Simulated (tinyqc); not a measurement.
Inside a calculation: core-shell quantum dot (spherical envelope functions). Values are carried at full precision from step to step, so a last printed digit may differ when a step is redone from the rounded ones.

Parabolic bands; strain and other valleys are left out. s states, u = r psi, hard wall at R + H, c = hbar^2/2m0, energies from the band edges of the core. Core: u = sin(k1 r)/k1, k1 = sqrt(m1 E/c). At R, psi and psi'/m are continuous, so u is continuous and its slope in the shell is s = u/R + (m2/m1)(u' - u/R). Shell: u(R + x) = u(R) cos(k2 x) + s sin(k2 x)/k2, k2 = sqrt(m2 (E - V)/c); for negative arguments the functions turn into sinh and cosh. A level has u(R + H) = 0.

Constants: hbar^2/2m0 = 3.80998211 eV angstrom^2; e^2/(4 pi eps0) = 14.39964547 eV angstrom; hc = 1239.841984 eV nm.

Inputs chosen for the exercise (near those of a Ge/Si core-shell dot; not measured data): R = 13 angstrom (core radius); H = 22 angstrom (shell thickness); Vc = -0.051 eV (conduction edge of the shell above that of the core); me1 = 0.122 m0 (electron, core); me2 = 0.257 m0 (electron, shell); E = 0.141 eV (trial energy of the electron); Vv = 0.6 eV (hole barrier of the shell); mh1 = 0.208 m0 (hole, core); mh2 = 0.382 m0 (hole, shell); Eg = 0.692 eV (gap of the core); eps = 14 (dielectric constant).

## Shooting at a trial energy

Carry the electron solution outwards.

k1^2 = 0.0045150 1/angstrom^2
k2^2 = 0.012951 1/angstrom^2
u(R) = 11.409 angstrom
s = 0.3816
u(R + H) = -7.168 angstrom

u(R + H) is negative: one node has entered, so the lowest level lies below the trial energy.

## Ground states

Find the lowest root for electron and hole, and the share of u^2 inside the core.

Levels:

| carrier | E (eV) | share in the core |
|---|---|---|
| electron | 0.0812 | 0.210 |
| hole | 0.3820 | 0.713 |

The core holds 5 % of the volume. The electron sits mainly in the shell and the hole in the core (type II).

## Overlap and Coulomb integrals

Overlap = (integral of u_e u_h)^2 with normalised u. Coulomb integrals J_ab = (q/eps) double integral of u_a(r)^2 u_b(s)^2/max(r, s), q = e^2/(4 pi eps0), one eps everywhere. Exciton E = Eg + E_e + E_h - J_eh; first-order biexciton shift J_ee + J_hh - 2 J_eh (positive: repulsive).

Integrate numerically.

overlap = 0.626

J_eh, J_ee, J_hh (meV): 60.0  50.4  84.5

## Exciton and biexciton

Give E, the wavelength hc/E and the biexciton shift.

E = 1.095 eV
wavelength = 1132 nm
biexciton shift = 15 meV

At first order the shift is the Coulomb integral of the net charge density with itself and cannot be negative; correlation, left out here, lowers it, and may reverse a shift as small as this.

## Checks

- Level without offset and mass step against c (pi/(R + H))^2/m, eV: both 0.2516.
- J_ee in that case against 1.786 q/(eps (R + H)), meV: both 52.5.

Program tinyqc; command `OMP_NUM_THREADS=1 python tinyqc.py 1251646 1251647 out.jsonl`; about 0.04 s on one thread of a shared Intel(R) Xeon(R) Processor @ 2.30GHz.
